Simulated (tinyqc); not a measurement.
Inside a calculation: round or elliptic silicon nanowire with anisotropic valleys (Ritz method). Values are carried at full precision from step to step, so a last printed digit may differ when a step is redone from the rounded ones.

Wire along x = [110] on a (001) wafer, y = [-110], z = [001]. Valley groups (w = inverse masses): A, two valleys along z: w_y = 1/mt, w_z = 1/ml, m_x = mt; B, four valleys in the wafer plane: w_y = (1/ml + 1/mt)/2, w_z = 1/mt, m_x = (ml + mt)/2.

Constants: hbar^2/2m0 = 3.80998211 eV angstrom^2; kB = 8.617333262e-05 eV/K.

Parameters, chosen for this exercise (near those of a Si nanowire; shifted at random, so the results belong to these values and not to a real crystal): ml = 0.933 m0 (longitudinal mass); mt = 0.193 m0 (transverse mass); a = 29 angstrom (semi-axis along y); b = 30 angstrom (semi-axis along z); group = A (valley group worked out); T = 350 K (temperature).

## Stretching the ellipse

Scaling y by 1/sqrt(w_y) and z by 1/sqrt(w_z) makes the mass 1 and the semi-axes A = a/sqrt(w_y), B = b/sqrt(w_z). List them with the one-function estimate 3c (1/A^2 + 1/B^2) and the slender limit c (pi/2s)^2 (1 + 2s/(pi l)), s and l the smaller and larger of A, B; c = hbar^2/2m0.

Groups:
```
group  g      A      B  axis ratio  one function (eV)  slender limit (eV)
A      2  12.74  28.98       2.274             0.0840              0.0741
B      4  16.40  13.18       1.244             0.1083              0.0818
```

The one-function value suits axis ratios near 1 and the slender limit ratios well above 2.

## Matrices of three even functions

Hard wall on the ellipse (y/a)^2 + (z/b)^2 = 1, c = hbar^2/2m0. With u = y/a, v = z/b the operator is -c [(w_y/a^2) d2/du2 + (w_z/b^2) d2/dv2] on the unit disc. Basis (1 - u^2 - v^2) u^i v^j; S, X and Y are the disc integrals of f f', (df/du)(df'/du) and (df/dv)(df'/dv), from the integral of u^p v^q = 2 Gamma((p+1)/2) Gamma((q+1)/2)/((p + q + 2) Gamma((p+q+2)/2)) for even p, q; H = c (w_y X/a^2 + w_z Y/b^2).

Basis 1, u^2, v^2 times (1 - u^2 - v^2); form S and H for the chosen group.

S, rows 1, u^2, v^2 and columns alike:
```
[[1.047198, 0.130900, 0.130900],
 [0.130900, 0.039270, 0.013090],
 [0.130900, 0.013090, 0.039270]]
```

H (meV), rows 1, u^2, v^2 and columns alike:
```
[[87.9972, 14.6662, 14.6662],
 [14.6662, 17.7903, 1.8333],
 [14.6662, 1.8333, 7.8756]]
```

## Lowest level in this basis

Solve H p = E S p for the wire level; give E, the ratios p2/p1 and p3/p1, and H11/S11.

E = 79.6 meV

ratios: [-0.24, -0.85]

one function = 84.0 meV

The two added functions lower the level by 4.5 meV (5.3 %), mostly by narrowing the state along v, the direction in which the stretched ellipse is long.

## Subbands

Converged values use 21 functions of each parity class (e or o in u, then in v).

The nine lowest levels of all groups and parity classes.

Subbands:
```
group, parity  g  m_x (m0)  E (eV)
A ee           2    0.1930  0.0795
B ee           4    0.5630  0.1042
A eo           2    0.1930  0.1316
A ee           2    0.1930  0.2023
B oe           4    0.5630  0.2360
A oe           2    0.1930  0.2692
A eo           2    0.1930  0.2925
B eo           4    0.5630  0.2930
A oo           2    0.1930  0.3523
```

At 350 K and without degeneracy the populations go as g sqrt(m_x) exp(-E/kB T): among these nine the lowest level holds 37 % and the light transport mass mt 44 % of the electrons. Levels above about 0.3 eV lie beyond parabolic valleys and hard walls.

## Checks

- Circle of radius a with both masses mt against c (2.404826/R)^2/m, eV: both 0.1357.

Computed by tinyqc, a small Python program: `OMP_NUM_THREADS=1 python tinyqc.py 1250168 1250169 out.jsonl` (the numbers bound the seed that draws the inputs); one thread of a shared host (Intel(R) Xeon(R) Processor @ 2.30GHz), about 0.04 s for the whole set of steps.
